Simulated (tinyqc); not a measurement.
What sets the screening length: static screening by free carriers.

kF = (3 pi^2 n/Mv)^(1/3), EF = c kF^2/m with c = hbar^2/2m0, n in 1/angstrom^3 (1e-24 per 1/cm^3), e2 = e^2/(4 pi eps0). Thomas-Fermi: qTF^2 = 6 pi e2 n/(eps EF). Debye: qD^2 = 4 pi e2 n/(eps kB T).

F_j(eta) = (1/Gamma(j + 1)) integral_0^infinity x^j dx/(1 + exp(x - eta)), which tends to exp(eta) for eta << 0.

At finite T: qs^2 = qD^2 F_-1/2(eta)/F_1/2(eta), where n = Mv N F_1/2(eta) and N = 2 (m kB T/(4 pi c))^(3/2) with c = hbar^2/2m0, in 1/angstrom^3; times 1e24 for 1/cm^3.

Constants: hbar^2/2m0 = 3.80998211 eV angstrom^2; e^2/(4 pi eps0) = 14.39964547 eV angstrom; kB = 8.617333262e-05 eV/K.

Parameters, chosen for this exercise (near those of Si; the results hold for these values, not for the real material):
```
symbol  value    unit    meaning
n       2.7e+20  1/cm^3  carrier density
m       0.3179   m0      mass of one isotropic valley
Mv      6                valleys
eps     11.7             background dielectric constant
T       300      K
```

All results formed anew.

Results for these values:
```
case  Debye (angstrom)  Thomas-Fermi (angstrom)  finite T (angstrom)
base             2.488                    4.813                4.888
```

What happens to each result for eps = 14.04, all else kept?

Answer: Debye rises from 2.488 to 2.726; Thomas-Fermi rises from 4.813 to 5.273; finite T rises from 4.888 to 5.354.

The same for each parameter in turn:
```
case                Debye (angstrom)  Thomas-Fermi (angstrom)  finite T (angstrom)
base                           2.488                    4.813                4.888
n = 5.4e+20 1/cm^3             1.759                    4.288                4.312
m = 0.4133 m0                  2.488                    4.221                4.340
eps = 14.04                    2.726                    5.273                5.354
T = 360 K                      2.726                    4.813                4.926
Mv = 7                         2.488                    4.572                4.661
```

(tinyqc, `OMP_NUM_THREADS=1 python tinyqc.py 1652210 1652211 out.jsonl`, Intel(R) Xeon(R) Processor @ 2.30GHz, 1 thread, shared host, about 0.01 s.)
